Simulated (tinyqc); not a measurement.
Leaving out one process at a time: Debye-Callaway model of lattice thermal conductivity. Computed by tinyqc, a small Python program. Command: `OMP_NUM_THREADS=1 python tinyqc.py 3001226 3001227 out.jsonl callaway walk`. One thread of a shared host (Intel(R) Xeon(R) Processor @ 2.30GHz), about 0.01 s of CPU time with the checks.

Three acoustic branches with one velocity v, cut at omega_D = k_B Theta/hbar; x = hbar omega/(k_B T). v and Theta are separate inputs: Theta cuts off the heat-carrying modes, so C need not reach 3 k_B/V. gamma is an effective value that sets the umklapp rate.

Inputs (values chosen for the exercise, modelled on silicon): sound velocity v = 6250 m/s; Debye temperature Theta = 647 K; volume per atom V = 20 angstrom^3; mean atomic mass M = 28.09 u; effective Grueneisen parameter gamma = 2.23; umklapp exponent divisor b = 2.5; vacancy fraction n_v = 3.3e-05; Casimir length L = 61 micrometre; normal-process factor f_N = 1.2; temperature T = 200 K.

Sample: crystal. Point defects: vacancies. Normal processes: included.

Constants: k_B = 1.380649e-23 J/K; hbar = 1.054571817e-34 J s; u = 1.6605390666e-27 kg.

Method:
- A vacancy counts as a mass defect Delta M/M = -3 (the missing mass and twice its bonds), so Gamma = 9 n_v. A = V Gamma/(4 pi v^3).
- Rates: point defects A omega^4; umklapp B omega^2 T exp(-Theta/(b T)) with B = hbar gamma^2/(M v^2 Theta); normal processes f_N B omega^2 T (T/Theta)^2. Boundaries: v/L.
- kappa_1 = c int tau_C g dx, g = x^4 e^x/(e^x - 1)^2, c = (k_B/(2 pi^2 v)) (k_B T/hbar)^3, over 0 < x < min(Theta/T, 40), by 96 Gauss-Legendre points in s with x = x_max s^2; 1/tau_C = 1/tau_R + 1/tau_N; kappa_2 = c [int (tau_C/tau_N) g dx]^2 / int (tau_C/(tau_N tau_R)) g dx; kappa = kappa_1 + kappa_2.

Rayleigh coefficient A = 1.93614e-45 s^3

Conductivity at T:
```
case                   kappa (W/(m K))  ratio to all
all processes                   213.69             1
without point defects           248.75        1.1641
without boundaries              222.27        1.0401
without umklapp                 790.51        3.6993
```

What does the comparison show, and why?

Removing umklapp raises kappa most, by a factor 3.70; removing boundaries gives only 1.04.
